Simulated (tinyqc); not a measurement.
Electron continuity equation in a given potential, Scharfetter-Gummel discretisation: one step of the calculation.

Steady state in one dimension: J = q mu n E + q D dn/dx with E = -dpsi/dx and D = mu Vt, dJ/dx = 0, fixed densities nL and nR at the ends. The potential is given, psi = U x/L, and is not changed by the electrons.

Problem. Densities and current. B(d_i) and B(-d_i) are the Bernoulli factors of the potential steps, b and f the diagonal and right side. Solve B(-d_(i-1)) n_(i-1) + b_i n_i + B(d_i) n_(i+1) = f_i (end values already in f), then J_i = (q D/h) [n_(i+1) B(d_i) - n_i B(-d_i)], h = L/12, D = mu Vt.

Values chosen for this exercise; mobility close to that of gallium nitride at room temperature:
```
symbol   value        unit               meaning
T          300           K           temperature
mu         993  cm^2/(V s)     electron mobility
L         0.53          um  length of the region
nL      1.5e15       cm^-3      density at x = 0
nR           0       cm^-3      density at x = L
```

Constants: q = 1.602176634e-19 C, kB = 1.380649e-23 J/K, Vt = kB T/q. Results are converted to the units shown.

```
interval      B(d_i)    B(-d_i)
0         0.71205071  1.3567462
1         0.71205071  1.3567462
2         0.71205071  1.3567462
3         0.71205071  1.3567462
4         0.71205071  1.3567462
5         0.71205071  1.3567462
6         0.71205071  1.3567462
7         0.71205071  1.3567462
8         0.71205071  1.3567462
9         0.71205071  1.3567462
10        0.71205071  1.3567462
11        0.71205071  1.3567462
```

```
node  diagonal b  right side f (cm^-3)
1     -2.0687969         -2.0351192e15
2     -2.0687969                     0
3     -2.0687969                     0
4     -2.0687969                     0
5     -2.0687969                     0
6     -2.0687969                     0
7     -2.0687969                     0
8     -2.0687969                     0
9     -2.0687969                     0
10    -2.0687969                     0
11    -2.0687969                     0
```

Find: n; J.

Solution.

n, node 0 to 12 (cm^-3): [1.500e15, 1.499e15, 1.498e15, 1.496e15, 1.492e15, 1.484e15, 1.469e15, 1.441e15, 1.387e15, 1.284e15, 1.087e15, 7.131e14, 0]
J, interval 0 to 11 (A/cm^2): [-900.9, -900.9, -900.9, -900.9, -900.9, -900.9, -900.9, -900.9, -900.9, -900.9, -900.9, -900.9]

Program tinyqc, `OMP_NUM_THREADS=1 python tinyqc.py 2220059 2220060 out.jsonl`; Intel Xeon 2.30GHz, shared host, one thread, about 0.01 s.
